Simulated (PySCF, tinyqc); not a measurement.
Worked calculation: FCI on RHF in the sto-3g basis, for Li-, spin multiplicity 1. The basis has no diffuse functions, so it cannot describe the extra electron: this is an exercise in the method, not the real anion. The lowest restricted solution is unstable here: a spin-polarised one lies 0.0041 hartree lower (PySCF). One step of it, computed by the program tinyqc.

Task: Integrals over molecular orbitals. (pq|rs) = sum C_ip C_jq C_kr C_ls (ij|kl), one index at a time.

coefficients C:
```
,MO1,MO2,MO3,MO4,MO5
1Li 1s,0.991218,-0.281468,0.000000,0.000000,0.000000
1Li 2s,0.034144,1.029840,0.000000,0.000000,0.000000
1Li 2px,0.000000,0.000000,1.000000,0.000000,0.000000
1Li 2py,0.000000,0.000000,0.000000,1.000000,0.000000
1Li 2pz,0.000000,0.000000,0.000000,0.000000,1.000000
```

core Hamiltonian H = T + V (hartree):
```
,1Li 1s,1Li 2s,1Li 2px,1Li 2py,1Li 2pz
1Li 1s,-4.406095,-0.984581,0.000000,0.000000,0.000000
1Li 2s,-0.984581,-1.104759,0.000000,0.000000,0.000000
1Li 2px,0.000000,0.000000,-0.877579,0.000000,0.000000
1Li 2py,0.000000,0.000000,0.000000,-0.877579,0.000000
1Li 2pz,0.000000,0.000000,0.000000,0.000000,-0.877579
```

Two-electron integrals (ij|kl) in chemists' order, unique and non-zero (hartree):
```
i,j,k,l,(ij|kl)
1,1,1,1,1.680395
2,1,1,1,0.265420
2,1,2,1,0.049941
2,2,1,1,0.397727
2,2,2,1,0.092860
2,2,2,2,0.290562
3,1,3,1,0.008981
3,2,3,1,0.013788
3,2,3,2,0.064184
3,3,1,1,0.396640
3,3,2,1,0.092880
3,3,2,2,0.290497
3,3,3,3,0.312946
4,1,4,1,0.008981
4,2,4,1,0.013788
4,2,4,2,0.064184
4,3,4,3,0.016869
4,4,1,1,0.396640
4,4,2,1,0.092880
4,4,2,2,0.290497
4,4,3,3,0.279207
4,4,4,4,0.312946
5,1,5,1,0.008981
5,2,5,1,0.013788
5,2,5,2,0.064184
5,3,5,3,0.016869
5,4,5,4,0.016869
5,5,1,1,0.396640
5,5,2,1,0.092880
5,5,2,2,0.290497
5,5,3,3,0.279207
5,5,4,4,0.279207
5,5,5,5,0.312946
```

Give: one-electron integrals over orbitals h = C^T H C; Two-electron integrals over orbitals.

Result:

one-electron integrals over orbitals h = C^T H C (hartree):
```
,1,2,3,4,5
1,-4.3970,0.1948,0.0000,0.0000,0.0000
2,0.1948,-0.9500,0.0000,0.0000,0.0000
3,0.0000,0.0000,-0.8776,0.0000,0.0000
4,0.0000,0.0000,0.0000,-0.8776,0.0000
5,0.0000,0.0000,0.0000,0.0000,-0.8776
```

Two-electron integrals over orbitals (pq|rs), unique and non-zero (hartree):
```
p,q,r,s,(pq|rs)
1,1,1,1,1.6586
2,1,1,1,-0.1846
2,1,2,1,0.0313
2,2,1,1,0.4005
2,2,2,1,-0.0103
2,2,2,2,0.2824
3,1,3,1,0.0098
3,2,3,1,0.0137
3,2,3,2,0.0608
3,3,1,1,0.3963
3,3,2,1,-0.0065
3,3,2,2,0.2857
3,3,3,3,0.3129
4,1,4,1,0.0098
4,2,4,1,0.0137
4,2,4,2,0.0608
4,3,4,3,0.0169
4,4,1,1,0.3963
4,4,2,1,-0.0065
4,4,2,2,0.2857
4,4,3,3,0.2792
4,4,4,4,0.3129
5,1,5,1,0.0098
5,2,5,1,0.0137
5,2,5,2,0.0608
5,3,5,3,0.0169
5,4,5,4,0.0169
5,5,1,1,0.3963
5,5,2,1,-0.0065
5,5,2,2,0.2857
5,5,3,3,0.2792
5,5,4,4,0.2792
5,5,5,5,0.3129
```
